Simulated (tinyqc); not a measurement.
Shockley-Read-Hall recombination through one deep level: sweeps and comparisons. A value that a table varies takes the place of the one given here.

One level at Et with degeneracy 1: tn = 1/(sn vth Nt), tp = 1/(sp_ vth Nt), n1 = Nc exp((Et - Eg)/kT), p1 = Nv exp(-Et/kT), ni^2 = n1 p1. Equilibrium p0 = Nm, n0 = ni^2/Nm; n = n0 + dn, p = p0 + dn. U = (n p - ni^2)/(tp (n + n1) + tn (p + p1)), lifetime dn/U; emission rates en = sn vth n1, ep = sp_ vth p1.

Constants: kB = 8.617333262e-05 eV/K.

Parameters, chosen for this exercise (gap and densities of states near those of Si at this temperature; the results hold for these values, not for the real material): E1 = 0.269 eV (level (+1/0) above Ev); E2 = 0.708 eV (level (0/-1) above Ev); gm = 1 (degeneracy of the middle state, the others 1); T = 400 K; Eg = 1.095 eV (gap); Nc = 4.26e+19 1/cm^3 (conduction-band density of states); Nv = 1.73e+19 1/cm^3 (valence-band density of states); Nd = -9.1e+15 1/cm^3 (ionised shallow donors minus acceptors); Et = 0.708 eV (recombination level above Ev); Nt = 3.5e+14 1/cm^3 (defects); sn = 7.5e-15 cm^2 (electron capture cross-section); sp_ = 1.6e-15 cm^2 (hole capture cross-section); vth = 17000000 cm/s (thermal velocity, both carriers); Nm = 5.5e+15 1/cm^3 (equilibrium holes for the lifetime steps); dn = 3.2e+12 1/cm^3 (excess pairs).

## Charge state against the Fermi level (deep level with several charge states)

Energies from Ev. The defect has charge states +1, 0, -1 with weights 1, gm exp((EF - E1)/kT), exp((2 EF - E1 - E2)/kT); the shares are the weights over their sum. Boltzmann carriers: n = Nc exp((EF - Eg)/kT), p = Nv exp(-EF/kT). Neutrality: p - n + Nd + Nt <q> = 0.

Shares:

| EF (eV) | +1 | 0 | -1 | <q> |
|---|---|---|---|---|
| 0.066 | 0.997 | 0.003 | 0.000 | 0.997 |
| 0.153 | 0.967 | 0.033 | 0.000 | 0.967 |
| 0.241 | 0.693 | 0.307 | 0.000 | 0.693 |
| 0.328 | 0.153 | 0.847 | 0.000 | 0.153 |
| 0.416 | 0.014 | 0.986 | 0.000 | 0.014 |
| 0.504 | 0.001 | 0.996 | 0.003 | -0.002 |
| 0.591 | 0.000 | 0.967 | 0.032 | -0.032 |
| 0.679 | 0.000 | 0.699 | 0.301 | -0.301 |
| 0.766 | 0.000 | 0.157 | 0.843 | -0.843 |
| 0.854 | 0.000 | 0.014 | 0.986 | -0.986 |
| 0.942 | 0.000 | 0.001 | 0.999 | -0.999 |
| 1.029 | 0.000 | 0.000 | 1.000 | -1.000 |

Where the levels are several kT apart the middle state rules between about E1 - kT ln gm = 0.269 and E2 + kT ln gm = 0.708 eV; its largest share listed is 0.996. Each step spreads from 10 % to 90 % over 4.4 kT = 0.151 eV.

## Defects against doping (deep level with several charge states)

Nt takes the listed multiples of |Nd|; the resistivity uses mobilities of 1000 (electrons) and 300 (holes) cm^2/(V s), chosen for the exercise, and e = 1.602176634e-19 C.

Neutral state:

| Nt/\|Nd\| | EF (eV) | n (1/cm^3) | p (1/cm^3) | rho (ohm cm) |
|---|---|---|---|---|
| 0.01 | 0.2604 | 1.30e+09 | 9.05e+15 | 2.30 |
| 0.10 | 0.2622 | 1.37e+09 | 8.60e+15 | 2.42 |
| 0.30 | 0.2661 | 1.53e+09 | 7.68e+15 | 2.71 |
| 0.60 | 0.2719 | 1.82e+09 | 6.49e+15 | 3.21 |
| 0.90 | 0.2775 | 2.14e+09 | 5.51e+15 | 3.78 |
| 1.10 | 0.2811 | 2.37e+09 | 4.97e+15 | 4.19 |
| 1.50 | 0.2878 | 2.88e+09 | 4.09e+15 | 5.08 |
| 3.00 | 0.3072 | 5.06e+09 | 2.33e+15 | 8.93 |
| 10.00 | 0.3479 | 1.64e+10 | 7.17e+14 | 29.0 |

EF goes from 0.260 to 0.348 eV and the resistivity from 2.3 to 29 ohm cm, with a largest value of 29. The largest move of EF, +0.041 eV, comes between Nt/|Nd| = 3 and 10; the levels lie at 0.269 and 0.708 eV. A defect can take up to one carrier of either sign, so the doping can be cancelled no earlier than Nt = |Nd|, there only if EF lies well beyond the level that takes the carriers and otherwise at larger Nt (mean charge +0.09 in the last row).

## Lifetime against injection

Recombination:

| dn (1/cm^3) | lifetime (microsecond) | U (1/(cm^3 s)) |
|---|---|---|
| 1.0e+11 | 0.03324 | 3.01e+18 |
| 1.0e+12 | 0.03325 | 3.01e+19 |
| 1.0e+13 | 0.03340 | 2.99e+20 |
| 1.0e+14 | 0.03492 | 2.86e+21 |
| 1.0e+15 | 0.04773 | 2.10e+22 |
| 1.0e+16 | 0.09402 | 1.06e+23 |
| 1.0e+17 | 0.1225 | 8.16e+23 |
| 1.0e+18 | 0.1269 | 7.88e+24 |

The lifetime rises from 0.03324 to 0.1269 microsecond; tn + tp = 0.1275. At low injection it is tn (1 + p1/p0) + tp n1/p0 with n1/Nm = 0.1 and p1/Nm = 3.8e-06: re-emission lengthens it to 1.48 times the minority capture time. Auger and radiative paths are left out; they cut in at the highest injections, and in a doped direct-gap crystal the radiative one counts at all injections. dn = dp neglects trapped charge, which matters where the traps hold a charge comparable with dn, at low injection and with very unequal cross sections.

## Where a level does most harm

Et takes the values listed; G = Nt en ep/(en + ep) in a depleted region; the lifetime is for dn = 1e11 1/cm^3.

Results:

| Et (eV) | lifetime (microsecond) | G (1/(cm^3 s)) |
|---|---|---|
| 0.066 | 10.4 | 2.06e+14 |
| 0.153 | 0.855 | 2.57e+15 |
| 0.241 | 0.0872 | 3.30e+16 |
| 0.328 | 0.0276 | 4.12e+17 |
| 0.416 | 0.0228 | 5.27e+18 |
| 0.504 | 0.0225 | 3.53e+19 |
| 0.591 | 0.0228 | 5.85e+18 |
| 0.679 | 0.0271 | 4.59e+17 |
| 0.766 | 0.0806 | 3.68e+16 |
| 0.854 | 0.770 | 2.86e+15 |
| 0.942 | 9.63 | 2.23e+14 |
| 1.029 | 120 | 1.79e+13 |

Generation peaks where en = ep, at Eg/2 + (kT/2) ln(sp_ Nv/(sn Nc)) = 0.505 eV; the largest value listed is at 0.504 eV, and G falls by a decade for each 0.079 eV away from the peak. The lifetime is within a factor 2 of its minimum, 0.0225 microsecond, from 0.328 to 0.679 eV: recombination tolerates a wide range of Et, generation a narrow one.

## What moves lifetime and leakage

G = Nt en ep/(en + ep). Each row changes one parameter from the base and keeps the others.

Results:

| case | lifetime (microsecond) | G (1/(cm^3 s)) |
|---|---|---|
| base | 0.03329 | 1.98e+17 |
| Et = 0.748 eV | 0.05700 | 6.20e+16 |
| sn = 1.5e-14 cm^2 | 0.02208 | 1.98e+17 |
| sp_ = 3.2e-15 cm^2 | 0.02785 | 3.96e+17 |
| Nt = 1.75e+14 1/cm^3 | 0.06658 | 9.89e+16 |
| Nm = 1.65e+16 1/cm^3 | 0.02604 | 1.98e+17 |
| dn = 9.6e+12 1/cm^3 | 0.03340 | 1.98e+17 |

The largest shifts from the base row, up to three for each result and ties (the steps differ in size, so this ranks the rows, not the parameters). lifetime (microsecond): Nt +0.0333, Et +0.0237, sn -0.0112. G (1/(cm^3 s)): sp_ +1.98e+17, Et -1.36e+17, Nt -9.89e+16; unchanged at the printed digits by sn, Nm and dn.

Run: tinyqc, `OMP_NUM_THREADS=1 python tinyqc.py 1651729 1651730 out.jsonl`; Intel(R) Xeon(R) Processor @ 2.30GHz, one thread, shared host; about 0.01 s of CPU time with all checks.
